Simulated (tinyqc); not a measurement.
Resistance of a tapered via with liner, size effect and interface: one step of the calculation.

A round via whose diameter grows from db at the bottom as D(z) = db + 2 z/tan(ang). The fill, of diameter D - 2 tl, starts above the bottom liner (thickness fb tl) and has rho = rho0 (1 + ks lam/(D - 2 tl)); the sidewall liner conducts in parallel with it. The bottom liner and the interface are crossed over the full area pi db^2/4. Spreading in the lines above and below is left out.

Task. Total resistance. R_fill = sum of the slices; R_bottom = rl fb tl/(pi db^2/4); R_interface = ri/(pi db^2/4); ballistic (Sharvin) limit 1/(Sb pi (db - 2 tl)^2/4); ideal cylinder rho0 hv/(pi db^2/4).

Inputs (values chosen for the exercise); fill metal close to ruthenium: diameter at the bottom db = 26 nm; height hv = 39 nm; bulk resistivity of the fill rho0 = 7.93 uohm cm; liner on the sidewall tl = 0.6 nm; liner at the bottom over that on the sidewall fb = 0.7; resistivity of the liner rl = 200 uohm cm; interface resistivity at the bottom ri = 1.3e-12 ohm cm^2; ballistic conductance per area, about 3/(4 rho0 lam) Sb = 1.5e15 S/m^2.

slice resistance, slice 0 to 6 (ohm): [1.2184220, 1.1377650, 1.0647513, 0.99845483, 0.93808444, 0.88296121, 0.83249997]

Wanted: parts; R; shares; ballistic limit; ideal cylinder.

Result.

parts (ohm): fill 7.073, bottom liner 1.582, interface 0.2449
R = 8.900 ohm
shares (%): fill 79.47, bottom liner 17.78, interface 2.75
ballistic limit = 1.380 ohm
ideal cylinder = 5.825 ohm

The fill is the largest part, and R is 1.53 times the ideal cylinder. With 2000 slices R = 8.9017 ohm.

Computed by the program tinyqc: `OMP_NUM_THREADS=1 python tinyqc.py 2750016 2750017 out.jsonl`, one thread of a shared Intel Xeon 2.30GHz, about 0.01 s for the whole run.
